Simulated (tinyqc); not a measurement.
# Read current of a NAND string, cells in series solved by shooting: two studies

Cells in series, numbered from 0 at the source line (0 V) to the bit line, each followed by a gap resistance Rg. A cell with gate Vg, threshold VT, source Vs and drain Vd passes I = 2 nf K Vt^2 [F(Vs) - F(Vd)]/(1 + th max(Vg - VT, 0)), F(V) = ln^2(1 + exp((Vg - VT - nf V)/(2 nf Vt))). The selected cell has Vg = Vr, the others Vg = Vp.

Values chosen for this exercise; values of the order met in vertical NAND strings: temperature T = 300 K; gain factor of a cell K = 12 uA/V^2; slope factor nf = 2.5; mobility reduction factor th = 0.02 1/V; resistance of the gap between cells Rg = 1.3 kohm; bit-line voltage Vbl = 0.3 V; pass voltage Vp = 6.2 V; threshold of an erased cell Ve = -1 V; threshold of the highest state Vh = 3.8 V; threshold of the selected cell Vx = 1.5 V; sensing current Is = 10 nA; read voltage on the selected word line Vr = 2.48 V.

Constants: q = 1.602176634e-19 C, kB = 1.380649e-23 J/K, Vt = kB T/q. Results are converted to the units shown.

Each table varies one quantity; the others keep the values above.

## Read current against the number of cells

For a trial current I start at 0 V and, cell by cell, solve for the drain: sqrt(F(Vd)) = sqrt(F(Vs) - I/k), k = 2 nf K Vt^2/(1 + th max(Vg - VT, 0)), Vd = [Vg - VT - 2 nf Vt ln(exp(sqrt F) - 1)]/nf, then add I Rg. The string current is the I for which the last node reaches Vbl. The apparent threshold is the Vr at which I = Is. Background: all other cells erased (VT = Ve) or all in the highest state (VT = Vh); ratio and shift are high over erased and high minus erased. The selected cell is in the middle, cell n/2.

Read current against the number of cells:

| n | I, others erased (uA) | I, others high (uA) | ratio | apparent VT, erased (V) | apparent VT, high (V) | background shift (mV) |
|---|---|---|---|---|---|---|
| 8 | 1.185 | 0.6599 | 0.5567 | 1.445 | 1.448 | 2.318 |
| 16 | 0.8039 | 0.3717 | 0.4624 | 1.447 | 1.451 | 4.641 |
| 32 | 0.4870 | 0.1978 | 0.4062 | 1.450 | 1.459 | 9.304 |
| 64 | 0.2718 | 0.1021 | 0.3757 | 1.456 | 1.474 | 18.70 |
| 96 | 0.1884 | 0.06881 | 0.3652 | 1.461 | 1.490 | 28.18 |
| 128 | 0.1442 | 0.05189 | 0.3598 | 1.467 | 1.505 | 37.77 |
| 192 | 0.09812 | 0.03478 | 0.3545 | 1.479 | 1.536 | 57.28 |

With erased neighbours the current falls from 1.19 to 0.0981 uA, as n^(-0.56) between the first two rows and n^(-0.95) between the last two (-1 once the series resistance rules). The ratio falls from 0.557 to 0.354 and the background shift rises from 2.32 to 57.3 mV.

## Effect of the pass voltage

Same model as above.

The string has 128 cells and the selected one is cell 64.

Effect of the pass voltage:

| Vp (V) | I, others erased (uA) | I, others high (uA) | ratio | apparent VT, erased (V) | apparent VT, high (V) | background shift (mV) |
|---|---|---|---|---|---|---|
| 4.9 | 0.1226 | 0.01958 | 0.1598 | 1.471 | 1.579 | 107.5 |
| 5.4 | 0.1311 | 0.03252 | 0.2480 | 1.469 | 1.535 | 65.06 |
| 5.9 | 0.1394 | 0.04479 | 0.3213 | 1.468 | 1.513 | 45.28 |
| 6.4 | 0.1473 | 0.05651 | 0.3835 | 1.467 | 1.500 | 33.83 |
| 6.9 | 0.1550 | 0.06773 | 0.4369 | 1.466 | 1.492 | 26.47 |
| 7.4 | 0.1624 | 0.07847 | 0.4832 | 1.465 | 1.486 | 21.38 |
| 7.9 | 0.1696 | 0.08877 | 0.5235 | 1.464 | 1.481 | 17.68 |

As Vp goes from 4.9 to 7.9 V, the current with erased neighbours rises from 0.123 to 0.170 uA, that with high neighbours rises from 0.0196 to 0.0888 uA and the ratio rises from 0.160 to 0.524. The background shift falls from 107 to 17.7 mV. A higher pass voltage also disturbs erased cells more, which this model leaves out.

tinyqc, about 0.8 s, one thread, Intel Xeon 2.30GHz (shared host): `OMP_NUM_THREADS=1 python tinyqc.py 2142245 2142246 out.jsonl`
